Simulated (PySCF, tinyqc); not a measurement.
Inside a calculation (part 1 of 2). Method: FCI on RHF in the 6-311g basis, for H2, spin multiplicity 1. The lowest restricted solution is unstable here: a spin-polarised one lies 0.0017 hartree lower (PySCF). Computed by tinyqc, a small Python program that keeps every step (integrals from PySCF). Settings: charge = 0, multiplicity = 1, basis = 6-311g, method = RHF, energy threshold = 1e-10, iteration cap = 69, orthogonalisation = symmetric, start = atomic densities, DIIS depth = 6, ci = FCI, davidson = 1. Command: `OMP_NUM_THREADS=1 python tinyqc.py 29973 29974 out.jsonl` (the two numbers bound the seeds that draw the settings). One thread of a shared host (Intel(R) Xeon(R) Processor @ 2.60GHz), about 0.08 s of CPU time with the checks. The early iterations of the SCF are left out here.

## One-electron integrals

Geometry (angstrom):
```
atom         x         y         z
H     0.000000  0.000000  0.000000
H     0.000000  0.000000  1.262000
```

Basis 6-311g: exponents (1/bohr^2) and contraction coefficients of normalised primitives:
```
element  l (shell)   exponent  coefficient
H            s (1)  33.865000     0.025494
H            s (1)   5.094790     0.190373
H            s (1)   1.158790     0.852161
H            s (2)   0.325840     1.000000
H            s (3)   0.102741     1.000000
```

Overlap, kinetic and nuclear-attraction integrals over the contracted functions; the nuclear repulsion is the sum of Za Zb / Rab.

nuclear repulsion = 0.41931633 hartree

overlap S, order 1H 1s, 1H 2s, 1H 3s, 2H 1s, 2H 2s, 2H 3s:
$$\begin{pmatrix}
1.000000 & 0.706377 & 0.373664 & 0.027962 & 0.162360 & 0.217859 \\
0.706377 & 1.000000 & 0.788963 & 0.162360 & 0.395899 & 0.505964 \\
0.373664 & 0.788963 & 1.000000 & 0.217859 & 0.505964 & 0.746644 \\
0.027962 & 0.162360 & 0.217859 & 1.000000 & 0.706377 & 0.373664 \\
0.162360 & 0.395899 & 0.505964 & 0.706377 & 1.000000 & 0.788963 \\
0.217859 & 0.505964 & 0.746644 & 0.373664 & 0.788963 & 1.000000
\end{pmatrix}$$

kinetic energy T (hartree), order 1H 1s, 1H 2s, 1H 3s, 2H 1s, 2H 2s, 2H 3s:
$$\begin{pmatrix}
2.304348 & 0.549119 & 0.106346 & -0.063721 & 0.002420 & 0.039691 \\
0.549119 & 0.488760 & 0.184881 & 0.002420 & 0.073969 & 0.083450 \\
0.106346 & 0.184881 & 0.154112 & 0.039691 & 0.083450 & 0.092654 \\
-0.063721 & 0.002420 & 0.039691 & 2.304348 & 0.549119 & 0.106346 \\
0.002420 & 0.073969 & 0.083450 & 0.549119 & 0.488760 & 0.184881 \\
0.039691 & 0.083450 & 0.092654 & 0.106346 & 0.184881 & 0.154112
\end{pmatrix}$$

nuclear attraction V (hartree), order 1H 1s, 1H 2s, 1H 3s, 2H 1s, 2H 2s, 2H 3s:
$$\begin{pmatrix}
-2.530413 & -1.356911 & -0.671656 & -0.047378 & -0.298737 & -0.394223 \\
-1.356911 & -1.327504 & -0.904623 & -0.298737 & -0.548877 & -0.610058 \\
-0.671656 & -0.904623 & -0.877850 & -0.394223 & -0.610058 & -0.695515 \\
-0.047378 & -0.298737 & -0.394223 & -2.530413 & -1.356911 & -0.671656 \\
-0.298737 & -0.548877 & -0.610058 & -1.356911 & -1.327504 & -0.904623 \\
-0.394223 & -0.610058 & -0.695515 & -0.671656 & -0.904623 & -0.877850
\end{pmatrix}$$

core Hamiltonian H = T + V (hartree), order 1H 1s, 1H 2s, 1H 3s, 2H 1s, 2H 2s, 2H 3s:
$$\begin{pmatrix}
-0.226064 & -0.807792 & -0.565310 & -0.111099 & -0.296317 & -0.354532 \\
-0.807792 & -0.838744 & -0.719741 & -0.296317 & -0.474908 & -0.526608 \\
-0.565310 & -0.719741 & -0.723738 & -0.354532 & -0.526608 & -0.602861 \\
-0.111099 & -0.296317 & -0.354532 & -0.226064 & -0.807792 & -0.565310 \\
-0.296317 & -0.474908 & -0.526608 & -0.807792 & -0.838744 & -0.719741 \\
-0.354532 & -0.526608 & -0.602861 & -0.565310 & -0.719741 & -0.723738
\end{pmatrix}$$

## Two-electron integrals

Functions are numbered as in S; the eight-fold symmetry (ij|kl) = (ji|kl) = (kl|ij) leaves the list below.

Two-electron integrals (ij|kl) in chemists' order, unique and non-zero (hartree):
```
(11|11) 1.393035   (21|11) 0.822971   (21|21) 0.509703   (22|11) 0.822904
(22|21) 0.543028   (22|22) 0.644106   (31|11) 0.411256   (31|21) 0.257757
(31|22) 0.279868   (31|31) 0.130794   (32|11) 0.543681   (32|21) 0.365771
(32|22) 0.452669   (32|31) 0.189803   (32|32) 0.325140   (33|11) 0.494021
(33|21) 0.340115   (33|22) 0.445993   (33|31) 0.178035   (33|32) 0.331779
(33|33) 0.361682   (41|11) 0.022287   (41|21) 0.014956   (41|22) 0.018098
(41|31) 0.007742   (41|32) 0.012761   (41|33) 0.012573   (41|41) 0.000944
(42|11) 0.085384   (42|21) 0.059641   (42|22) 0.079905   (42|31) 0.031361
(42|32) 0.059560   (42|33) 0.064018   (42|41) 0.004278   (42|42) 0.026367
(43|11) 0.098603   (43|21) 0.069284   (43|22) 0.095008   (43|31) 0.036538
(43|32) 0.072098   (43|33) 0.080253   (43|41) 0.004902   (43|42) 0.033384
(43|43) 0.044336   (44|11) 0.419252   (44|21) 0.295920   (44|22) 0.413334
(44|31) 0.156422   (44|32) 0.317697   (44|33) 0.360674   (44|41) 0.022287
(44|42) 0.172900   (44|43) 0.237069   (44|44) 1.393035   (51|11) 0.172900
(51|21) 0.109147   (51|22) 0.119837   (51|31) 0.055497   (51|32) 0.081590
(51|33) 0.076909   (51|41) 0.004278   (51|42) 0.017325   (51|43) 0.019861
(51|44) 0.085384   (51|51) 0.026367   (52|11) 0.259227   (52|21) 0.175645
(52|22) 0.220540   (52|31) 0.091366   (52|32) 0.159475   (52|33) 0.164321
(52|41) 0.008898   (52|42) 0.045686   (52|43) 0.055990   (52|44) 0.259227
(52|51) 0.045686   (52|52) 0.100954   (53|11) 0.246227   (53|21) 0.170280
(53|22) 0.225393   (53|31) 0.089275   (53|32) 0.168374   (53|33) 0.184381
(53|41) 0.009169   (53|42) 0.053693   (53|43) 0.069764   (53|44) 0.334976
(53|51) 0.044860   (53|52) 0.111224   (53|53) 0.133720   (54|11) 0.295920
(54|21) 0.208584   (54|22) 0.289674   (54|31) 0.110173   (54|32) 0.221981
(54|33) 0.251711   (54|41) 0.014956   (54|42) 0.109147   (54|43) 0.148922
(54|44) 0.822971   (54|51) 0.059641   (54|52) 0.175645   (54|53) 0.226186
(54|54) 0.509703   (55|11) 0.413334   (55|21) 0.289674   (55|22) 0.396587
(55|31) 0.152650   (55|32) 0.302255   (55|33) 0.342784   (55|41) 0.018098
(55|42) 0.119837   (55|43) 0.162298   (55|44) 0.822904   (55|51) 0.079905
(55|52) 0.220540   (55|53) 0.282324   (55|54) 0.543028   (55|55) 0.644106
(61|11) 0.237069   (61|21) 0.148922   (61|22) 0.162298   (61|31) 0.075618
(61|32) 0.110220   (61|33) 0.103572   (61|41) 0.004902   (61|42) 0.019861
(61|43) 0.023015   (61|44) 0.098603   (61|51) 0.033384   (61|52) 0.055990
(61|53) 0.054816   (61|54) 0.069284   (61|55) 0.095008   (61|61) 0.044336
(62|11) 0.334976   (62|21) 0.226186   (62|22) 0.282324   (62|31) 0.117527
(62|32) 0.203745   (62|33) 0.209594   (62|41) 0.009169   (62|42) 0.044860
(62|43) 0.054816   (62|44) 0.246227   (62|51) 0.053693   (62|52) 0.111224
(62|53) 0.120350   (62|54) 0.170280   (62|55) 0.225393   (62|61) 0.069764
(62|62) 0.133720   (63|11) 0.337907   (63|21) 0.233623   (63|22) 0.309902
(63|31) 0.122495   (63|32) 0.232336   (63|33) 0.257455   (63|41) 0.010230
(63|42) 0.056596   (63|43) 0.073023   (63|44) 0.337907   (63|51) 0.056596
(63|52) 0.131833   (63|53) 0.156075   (63|54) 0.233623   (63|55) 0.309902
(63|61) 0.073023   (63|62) 0.156075   (63|63) 0.201630   (64|11) 0.156422
(64|21) 0.110173   (64|22) 0.152650   (64|31) 0.058173   (64|32) 0.116858
(64|33) 0.132474   (64|41) 0.007742   (64|42) 0.055497   (64|43) 0.075618
(64|44) 0.411256   (64|51) 0.031361   (64|52) 0.091366   (64|53) 0.117527
(64|54) 0.257757   (64|55) 0.279868   (64|61) 0.036538   (64|62) 0.089275
(64|63) 0.122495   (64|64) 0.130794   (65|11) 0.317697   (65|21) 0.221981
(65|22) 0.302255   (65|31) 0.116858   (65|32) 0.230089   (65|33) 0.261756
(65|41) 0.012761   (65|42) 0.081590   (65|43) 0.110220   (65|44) 0.543681
(65|51) 0.059560   (65|52) 0.159475   (65|53) 0.203745   (65|54) 0.365771
(65|55) 0.452669   (65|61) 0.072098   (65|62) 0.168374   (65|63) 0.232336
(65|64) 0.189803   (65|65) 0.325140   (66|11) 0.360674   (66|21) 0.251711
(66|22) 0.342784   (66|31) 0.132474   (66|32) 0.261756   (66|33) 0.302044
(66|41) 0.012573   (66|42) 0.076909   (66|43) 0.103572   (66|44) 0.494021
(66|51) 0.064018   (66|52) 0.164321   (66|53) 0.209594   (66|54) 0.340115
(66|55) 0.445993   (66|61) 0.080253   (66|62) 0.184381   (66|63) 0.257455
(66|64) 0.178035   (66|65) 0.331779   (66|66) 0.361682
```

## Orthogonalisation

S = U s U^T; symmetric (Loewdin) form X = U s^(-1/2) U^T, so that X^T S X = 1.

eigenvalues of S: [0.061195, 0.129889, 0.333044, 0.709063, 1.435256, 3.331553]

X, order 1H 1s, 1H 2s, 1H 3s, 2H 1s, 2H 2s, 2H 3s:
$$\begin{pmatrix}
1.372947 & -0.745485 & 0.204887 & 0.025320 & 0.035683 & -0.055941 \\
-0.745485 & 2.116995 & -1.009835 & 0.035683 & -0.237669 & 0.187884 \\
0.204887 & -1.009835 & 2.070081 & -0.055941 & 0.187884 & -0.837552 \\
0.025320 & 0.035683 & -0.055941 & 1.372947 & -0.745485 & 0.204887 \\
0.035683 & -0.237669 & 0.187884 & -0.745485 & 2.116995 & -1.009835 \\
-0.055941 & 0.187884 & -0.837552 & 0.204887 & -1.009835 & 2.070081
\end{pmatrix}$$

## Iteration 6 (converged): orbitals

converged F (hartree), order 1H 1s, 1H 2s, 1H 3s, 2H 1s, 2H 2s, 2H 3s:
$$\begin{pmatrix}
0.713457 & -0.301928 & -0.386813 & -0.202162 & -0.303904 & -0.308823 \\
-0.301928 & -0.213139 & -0.313374 & -0.303904 & -0.346615 & -0.326140 \\
-0.386813 & -0.313374 & -0.247696 & -0.308823 & -0.326140 & -0.276756 \\
-0.202162 & -0.303904 & -0.308823 & 0.713457 & -0.301928 & -0.386813 \\
-0.303904 & -0.346615 & -0.326140 & -0.301928 & -0.213139 & -0.313374 \\
-0.308823 & -0.326140 & -0.276756 & -0.386813 & -0.313374 & -0.247696
\end{pmatrix}$$

Diagonalise F' = X^T F X, C = X C', fill 1 alpha and 1 beta electrons from the bottom; D = 2 C_occ C_occ^T. Each column has its largest component positive (the first on a tie).

F' = X^T F X (hartree):
$$\begin{pmatrix}
1.718068 & -1.161164 & -0.005635 & 0.035976 & -0.111712 & -0.126917 \\
-1.161164 & 0.910945 & -0.377332 & -0.111712 & -0.204310 & -0.023427 \\
-0.005635 & -0.377332 & 0.158072 & -0.126917 & -0.023427 & -0.132925 \\
0.035976 & -0.111712 & -0.126917 & 1.718068 & -1.161164 & -0.005635 \\
-0.111712 & -0.204310 & -0.023427 & -1.161164 & 0.910945 & -0.377332 \\
-0.126917 & -0.023427 & -0.132925 & -0.005635 & -0.377332 & 0.158072
\end{pmatrix}$$

orbital energies (hartree): MO1 -0.477742, MO2 0.071752, MO3 0.351779, MO4 0.487154, MO5 2.529438, MO6 2.611786

coefficients C, order 1H 1s, 1H 2s, 1H 3s, 2H 1s, 2H 2s, 2H 3s:
$$\begin{pmatrix}
0.144354 & 0.124366 & -0.045424 & -0.097773 & -1.105509 & -1.103483 \\
0.298499 & 0.144792 & -0.926324 & -1.147903 & 1.567148 & 1.186788 \\
0.212439 & 1.119576 & 0.926708 & 1.681222 & -0.947887 & -0.452261 \\
0.144354 & -0.124366 & -0.045424 & 0.097773 & 1.105509 & -1.103483 \\
0.298499 & -0.144792 & -0.926324 & 1.147903 & -1.567148 & 1.186788 \\
0.212439 & -1.119576 & 0.926708 & -1.681222 & 0.947887 & -0.452261
\end{pmatrix}$$

D after iteration 6, order 1H 1s, 1H 2s, 1H 3s, 2H 1s, 2H 2s, 2H 3s:
$$\begin{pmatrix}
0.041676 & 0.086179 & 0.061333 & 0.041676 & 0.086179 & 0.061333 \\
0.086179 & 0.178203 & 0.126825 & 0.086179 & 0.178203 & 0.126825 \\
0.061333 & 0.126825 & 0.090260 & 0.061333 & 0.126825 & 0.090260 \\
0.041676 & 0.086179 & 0.061333 & 0.041676 & 0.086179 & 0.061333 \\
0.086179 & 0.178203 & 0.126825 & 0.086179 & 0.178203 & 0.126825 \\
0.061333 & 0.126825 & 0.090260 & 0.061333 & 0.126825 & 0.090260
\end{pmatrix}$$

## Convergence

Stop when the energy changes by less than 1e-10 hartree and every element of the error matrix X^T (F D S - S D F) X is below 3e-06.

Course of the cycle:
```
iteration  E (hartree)     change  largest element of the error matrix
1          -0.70848914          -                             1.33e-01
2          -1.04520530  -3.37e-01                             1.13e-02
3          -1.04556579  -3.60e-04                             2.39e-03
4          -1.04558500  -1.92e-05                             6.66e-05
5          -1.04558502  -2.53e-08                             5.53e-07
6          -1.04558502  -1.83e-12                             3.51e-11
```

PySCF RHF in the same basis = -1.04558502 hartree

Converged in 6 iterations.

## Integrals over molecular orbitals

(pq|rs) = sum C_ip C_jq C_kr C_ls (ij|kl), one index at a time.

one-electron integrals over orbitals h = C^T H C (hartree):
$$\begin{pmatrix}
-0.987160 & 0.000000 & 0.106426 & 0.000000 & 0.000000 & 0.040071 \\
0.000000 & -0.601305 & 0.000000 & 0.189605 & 0.034172 & 0.000000 \\
0.106426 & 0.000000 & -0.285677 & 0.000000 & 0.000000 & -0.113937 \\
0.000000 & 0.189605 & 0.000000 & -0.244497 & -0.165513 & 0.000000 \\
0.000000 & 0.034172 & 0.000000 & -0.165513 & 1.523245 & 0.000000 \\
0.040071 & 0.000000 & -0.113937 & 0.000000 & 0.000000 & 1.559120
\end{pmatrix}$$

Two-electron integrals over orbitals (pq|rs), unique and non-zero (hartree):
```
(11|11) 0.509418    (21|21) 0.100945    (22|11) 0.387001    (22|22) 0.341417
(31|11) -0.106426   (31|22) -0.055160   (31|31) 0.051382    (32|21) -0.006245
(32|32) 0.024915    (33|11) 0.344419    (33|22) 0.290625    (33|31) -0.040603
(33|33) 0.278985    (41|21) -0.077778   (41|32) 0.026041    (41|41) 0.079690
(42|11) -0.133691   (42|22) -0.076278   (42|31) 0.053936    (42|33) -0.056214
(42|42) 0.071537    (43|21) 0.071494    (43|32) 0.001869    (43|41) -0.051403
(43|43) 0.058009    (44|11) 0.405671    (44|22) 0.337562    (44|31) -0.072816
(44|33) 0.294772    (44|42) -0.091149   (44|44) 0.350145    (51|21) -0.027349
(51|32) 0.023158    (51|41) 0.042838    (51|43) -0.025040   (51|51) 0.059240
(52|11) -0.030761   (52|22) -0.005375   (52|31) 0.026492    (52|33) -0.010287
(52|42) 0.022810    (52|44) -0.026707   (52|52) 0.038186    (53|21) 0.037294
(53|32) -0.016756   (53|41) -0.042518   (53|43) 0.025470    (53|51) -0.036373
(53|53) 0.030220    (54|11) 0.104175    (54|22) 0.055149    (54|31) -0.050275
(54|33) 0.045348    (54|42) -0.056537   (54|44) 0.076887    (54|52) -0.044141
(54|54) 0.071818    (55|11) 0.532716    (55|22) 0.409707    (55|31) -0.127155
(55|33) 0.350973    (55|42) -0.159065   (55|44) 0.440405    (55|52) -0.073518
(55|54) 0.162355    (55|55) 0.655305    (61|11) -0.040071   (61|22) -0.025702
(61|31) 0.029751    (61|33) -0.014933   (61|42) 0.033899    (61|44) -0.043626
(61|52) 0.041676    (61|54) -0.056206   (61|55) -0.108834   (61|61) 0.062336
(62|21) -0.028783   (62|32) 0.016313    (62|41) 0.036925    (62|43) -0.024980
(62|51) 0.044496    (62|53) -0.028356   (62|62) 0.036085    (63|11) 0.071844
(63|22) 0.046401    (63|31) -0.031601   (63|33) 0.029903    (63|42) -0.039507
(63|44) 0.057041    (63|52) -0.024839   (63|54) 0.045278    (63|55) 0.113738
(63|61) -0.037883   (63|63) 0.032757    (64|21) 0.050528    (64|32) -0.025964
(64|41) -0.059738   (64|43) 0.036093    (64|51) -0.057510   (64|53) 0.043010
(64|62) -0.046586   (64|64) 0.067224    (65|21) 0.145322    (65|32) -0.036077
(65|41) -0.138473   (65|43) 0.105941    (65|51) -0.105581   (65|53) 0.090561
(65|62) -0.089613   (65|64) 0.133351    (65|65) 0.313953    (66|11) 0.557501
(66|22) 0.414819    (66|31) -0.137576   (66|33) 0.362032    (66|42) -0.170967
(66|44) 0.452932    (66|52) -0.082595   (66|54) 0.174382    (66|55) 0.678958
(66|61) -0.111681   (66|63) 0.118615    (66|66) 0.713788
```

## FCI: determinants and Hamiltonian

Hartree-Fock energy = -1.04558502 hartree

Slater-Condon rules over spin orbitals, with the nuclear repulsion added and E(HF) subtracted on the diagonal. Only determinants linked to the reference directly or through others are kept (one block of an abelian symmetry group), so some states are absent.

Occupation strings over the orbitals (2 doubly, a alpha, b beta, 0 empty; spin orbitals ordered 1a 1b 2a 2b ...): 200000 a0b000 a0000b b0a000 b0000a 020000 0a0b00 0a00b0 002000 00a00b 0b0a00 000200 000ab0 0b00a0 000ba0 000020 00b00a 000002

H - E(HF) between determinants (hartree):
```
           200000     a0b000     a0000b     b0a000     b0000a     020000     0a0b00     0a00b0
200000   0.000000   0.000000   0.000000   0.000000   0.000000   0.100945  -0.077778  -0.027349
a0b000   0.000000   0.536483  -0.042093  -0.051382  -0.029751  -0.006245   0.071494   0.037294
a0000b   0.000000  -0.042093   2.594363  -0.029751  -0.062336  -0.028783   0.050528   0.145322
b0a000   0.000000  -0.051382  -0.029751   0.536483  -0.042093   0.006245  -0.026041  -0.023158
b0000a   0.000000  -0.029751  -0.062336  -0.042093   2.594363   0.028783  -0.036925  -0.044496
020000   0.100945  -0.006245  -0.028783   0.006245   0.028783   0.603709   0.113327   0.028796
0a0b00  -0.077778   0.071494   0.050528  -0.026041  -0.036925   0.113327   0.956661  -0.110364
0a00b0  -0.027349   0.037294   0.145322  -0.023158  -0.044496   0.028796  -0.110364   2.796548
002000   0.051382   0.065823  -0.031601  -0.065823   0.031601   0.024915   0.001869  -0.016756
00a00b   0.029751  -0.031601  -0.031150  -0.025138   0.037883   0.016313  -0.025964  -0.036077
0b0a00   0.077778  -0.026041  -0.036925   0.071494   0.050528  -0.113327  -0.071537  -0.022810
000200   0.079690  -0.051403  -0.059738   0.051403   0.059738   0.071537   0.098456  -0.056537
000ab0   0.042838  -0.042518  -0.138473   0.025040   0.057510   0.022810  -0.056537   0.030540
0b00a0   0.027349  -0.023158  -0.044496   0.037294   0.145322  -0.028796  -0.022810  -0.038186
000ba0  -0.042838   0.025040   0.057510  -0.042518  -0.138473  -0.022810  -0.007465   0.044141
000020   0.059240  -0.036373  -0.105581   0.036373   0.105581   0.038186  -0.044141  -0.039347
00b00a  -0.029751  -0.025138   0.037883  -0.031601  -0.031150  -0.016313   0.024980   0.028356
000002   0.062336  -0.037883  -0.071610   0.037883   0.071610   0.036085  -0.046586  -0.089613

           002000     00a00b     0b0a00     000200     000ab0     0b00a0     000ba0     000020
200000   0.051382   0.029751   0.077778   0.079690   0.042838   0.027349  -0.042838   0.059240
a0b000   0.065823  -0.031601  -0.026041  -0.051403  -0.042518  -0.023158   0.025040  -0.036373
a0000b  -0.031601  -0.031150  -0.036925  -0.059738  -0.138473  -0.044496   0.057510  -0.105581
b0a000  -0.065823  -0.025138   0.071494   0.051403   0.025040   0.037294  -0.042518   0.036373
b0000a   0.031601   0.037883   0.050528   0.059738   0.057510   0.145322  -0.138473   0.105581
020000   0.024915   0.016313  -0.113327   0.071537   0.022810  -0.028796  -0.022810   0.038186
0a0b00   0.001869  -0.025964  -0.071537   0.098456  -0.056537  -0.022810  -0.007465  -0.044141
0a00b0  -0.016756  -0.036077  -0.022810  -0.056537   0.030540  -0.038186   0.044141  -0.039347
002000   1.172532  -0.084035  -0.001869   0.058009   0.025470   0.016756  -0.025470   0.030220
00a00b  -0.084035   3.100376   0.024980   0.036093   0.105941   0.028356  -0.043010   0.090561
0b0a00  -0.001869   0.024980   0.956661  -0.098456  -0.007465  -0.110364  -0.056537   0.044141
000200   0.058009   0.036093  -0.098456   1.326052  -0.088625   0.056537   0.088625   0.071818
000ab0   0.025470   0.105941  -0.007465  -0.088625   3.184054   0.044141  -0.071818  -0.003158
0b00a0   0.016756   0.028356  -0.110364   0.056537   0.044141   2.796548   0.030540   0.039347
000ba0  -0.025470  -0.043010  -0.056537   0.088625  -0.071818   0.030540   3.184054   0.003158
000020   0.030220   0.090561   0.044141   0.071818  -0.003158   0.039347   0.003158   5.166697
00b00a   0.084035  -0.032757  -0.025964  -0.036093  -0.043010  -0.036077   0.105941  -0.090561
000002   0.032757   0.004678   0.046586   0.067224   0.133351   0.089613  -0.133351   0.313953

           00b00a     000002
200000  -0.029751   0.062336
a0b000  -0.025138  -0.037883
a0000b   0.037883  -0.071610
b0a000  -0.031601   0.037883
b0000a  -0.031150   0.071610
020000  -0.016313   0.036085
0a0b00   0.024980  -0.046586
0a00b0   0.028356  -0.089613
002000   0.084035   0.032757
00a00b  -0.032757   0.004678
0b0a00  -0.025964   0.046586
000200  -0.036093   0.067224
000ab0  -0.043010   0.133351
0b00a0  -0.036077   0.089613
000ba0   0.105941  -0.133351
000020  -0.090561   0.313953
00b00a   3.100376  -0.004678
000002  -0.004678   5.296929
```
